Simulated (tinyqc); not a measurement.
Two mixing rules: virtual-crystal alloy in the empirical-pseudopotential method.

Empirical pseudopotential on the fcc lattice, atoms at +/- tau, tau = a (1,1,1)/8, no spin-orbit coupling. H(G,G') = c (2 pi/a)^2 |k + G|^2 delta + VS(q) cos(q.tau) + i VA(q) sin(q.tau), q = G - G', c = hbar^2/2m0; k and G in units of 2 pi/a; VS at |q|^2 = 3, 8, 11 and VA at 3, 4, 11, in rydberg, zero elsewhere. At each k the basis holds all G with |k + G|^2 up to 16; energies are counted from the fourth level at Gamma.

Virtual crystal A(1-x)B(x): a = (1 - x) a_A + x a_B. Rule linear: V = (1 - x) V_A + x V_B. Rule volume: V = [(1 - x) a_A^3 V_A + x a_B^3 V_B]/a^3, since a form factor is an atomic potential divided by the cell volume.

Constants: hbar^2/2m0 = 3.80998211 eV angstrom^2; Ry = 13.60569312 eV.

Inputs chosen for the exercise (classic local form factors of the size used for GaAs (A) and InAs (B), which place X and L only to a few tenths of an eV; not measured data):
- a = (5.644, 6.032) angstrom (lattice constants of A, B)
- VSA = (-0.229, 0.011, 0.059) Ry (symmetric form factors of A)
- VAA = (0.068, 0.051, 0.011) Ry (antisymmetric form factors of A)
- VSB = (-0.224, 0, 0.05) Ry (symmetric form factors of B)
- VAB = (0.08, 0.05, 0.029) Ry (antisymmetric form factors of B)

Gaps from the valence top to the fifth band at Gamma, at L = (1/2,1/2,1/2) and at the lowest of k = (f,0,0), f = 0.70, 0.75, ..., 1.00. Both rules agree at the ends.

Gaps (eV):

| x | Gamma, linear | Delta/X, linear | L, linear | Gamma, volume | Delta/X, volume | L, volume |
|---|---|---|---|---|---|---|
| 0.25 | 1.133 | 1.770 | 1.604 | 1.093 | 1.778 | 1.594 |
| 0.50 | 0.899 | 1.902 | 1.588 | 0.849 | 1.913 | 1.576 |
| 0.75 | 0.676 | 2.026 | 1.571 | 0.641 | 2.034 | 1.563 |

What does the comparison show?

At x = 0.5 the volume rule moves Gamma by -50 meV, Delta/X by +10 meV and L by -12 meV, that is the bowing by -4 times these; the lattice constants differ by 6.9 %, and the rules would coincide for equal ones.

Computed by tinyqc, a small Python program: `OMP_NUM_THREADS=1 python tinyqc.py 1051255 1051256 out.jsonl` (the numbers bound the seed that draws the inputs); one thread of a shared host (Intel(R) Xeon(R) Processor @ 2.30GHz), about 0.2 s for the whole set of steps.
